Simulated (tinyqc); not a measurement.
What sets the screening length: static screening by free carriers.

kF = (3 pi^2 n/Mv)^(1/3), EF = c kF^2/m with c = hbar^2/2m0, n in 1/angstrom^3 (1e-24 per 1/cm^3), e2 = e^2/(4 pi eps0). Thomas-Fermi: qTF^2 = 6 pi e2 n/(eps EF). Debye: qD^2 = 4 pi e2 n/(eps kB T).

F_j(eta) = (1/Gamma(j + 1)) integral_0^infinity x^j dx/(1 + exp(x - eta)), which tends to exp(eta) for eta << 0.

At finite T: qs^2 = qD^2 F_-1/2(eta)/F_1/2(eta), where n = Mv N F_1/2(eta) and N = 2 (m kB T/(4 pi c))^(3/2) with c = hbar^2/2m0, in 1/angstrom^3; times 1e24 for 1/cm^3.

Constants: hbar^2/2m0 = 3.80998211 eV angstrom^2; e^2/(4 pi eps0) = 14.39964547 eV angstrom; kB = 8.617333262e-05 eV/K.

Values chosen for the exercise (near those of Ge; not measured data):

| symbol | value | unit | meaning |
|---|---|---|---|
| n | 4.4e+17 | 1/cm^3 | carrier density |
| m | 0.2216 | m0 | mass of one isotropic valley |
| Mv | 4 |  | valleys |
| eps | 15.7 |  | background dielectric constant |
| T | 200 | K |  |

All results formed anew.

One parameter was then changed.

Results before and after:

| case | Debye (angstrom) | Thomas-Fermi (angstrom) | finite T (angstrom) |
|---|---|---|---|
| base | 58.30 | 22.28 | 59.09 |
| changed | 58.30 | 19.54 | 58.83 |

Which of these changes was made? (a) T = 260 K; (b) Mv = 5; (c) m = 0.2881 m0; (d) n = 8.8e+17 1/cm^3; (e) eps = 18.84.

Answer: (c) m = 0.2881 m0. Of the candidates, run in turn, only this one gives the changed row.

All candidates:

| case | Debye (angstrom) | Thomas-Fermi (angstrom) | finite T (angstrom) |
|---|---|---|---|
| base | 58.30 | 22.28 | 59.09 |
| n = 8.8e+17 1/cm^3 | 41.22 | 19.85 | 42.33 |
| m = 0.2881 m0 | 58.30 | 19.54 | 58.83 |
| eps = 18.84 | 63.86 | 24.41 | 64.72 |
| T = 260 K | 66.47 | 22.28 | 67.08 |
| Mv = 5 | 58.30 | 20.69 | 58.93 |

Computed by tinyqc, a small Python program: `OMP_NUM_THREADS=1 python tinyqc.py 1651664 1651665 out.jsonl` (the numbers bound the seed that draws the inputs); one thread of a shared host (Intel(R) Xeon(R) Processor @ 2.30GHz), about 0.01 s for the whole set of steps.
